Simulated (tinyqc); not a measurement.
Core-level spacing from the offsets.

Inverse problem. For an overlayer B on a substrate A, dEv = (iB - iA) - (cB - vB) + (cA - vA) in binding energies, and dEc + dEv = EgB - EgA. Find dEv and the spacing iB - iA that a thin film must show.

Inputs (values chosen for the exercise): gap of the substrate A EgA = 0.74 eV; gap of the overlayer B EgB = 3.07 eV.

dEc = 0.28 eV
cA - vA = 64.14 eV
cB - vB = 43.96 eV

Answer. The gaps give dEv, and the Kraut relation is solved for the spacing.

dEv = 2.0500 eV
iB - iA = -18.130 eV

tinyqc, about 0.01 s, one thread, Intel Xeon 2.30GHz (shared host): `OMP_NUM_THREADS=1 python tinyqc.py 2410165 2410166 out.jsonl`
